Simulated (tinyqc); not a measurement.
Born-von Karman spring model of a cubic crystal with one atom per cell: one step, computed by the program tinyqc.

First neighbours lie at a/2 (1,1,1) (8 of them), second at a (1,0,0) (6), with all permutations and signs; the volume per atom is Omega = a^3/2. Two shells of springs match a real metal only roughly, above all at the zone boundary.

Problem. Elastic constants from long waves. [ij,kl] = (1/(2 Omega)) sum_R K_ij R_k R_l; C11 = [xx,xx], C44 = [xx,yy], C12 = 2 [xy,xy] - C44; B = (C11 + 2 C12)/3; Zener ratio A = 2 C44/(C11 - C12). K(R) = kL n n^T + kT (1 - n n^T).

Inputs (values chosen for the exercise, modelled on molybdenum):
```
quantity               value           unit
lattice constant a     3.147       angstrom
radial spring k1L       4.06  eV/angstrom^2
transverse spring k1T  -0.03  eV/angstrom^2
radial spring k2L        2.9  eV/angstrom^2
transverse spring k2T  -0.16  eV/angstrom^2
```

Lattice: bcc.

Constants: 1 eV/angstrom^3 = 160.2176634 GPa.

Give: C11; C12; C44; bulk modulus B; Zener ratio A.

Solution.

C11 = 431.0 GPa

C12 = 158.2 GPa

C44 = 119.5 GPa

bulk modulus B = 249.1 GPa

Zener ratio A = 0.8756

C12 - C44 = 38.69 GPa: the Cauchy relation fails because sum_R kT R^2 is not zero; a negative sum gives a positive Cauchy pressure.
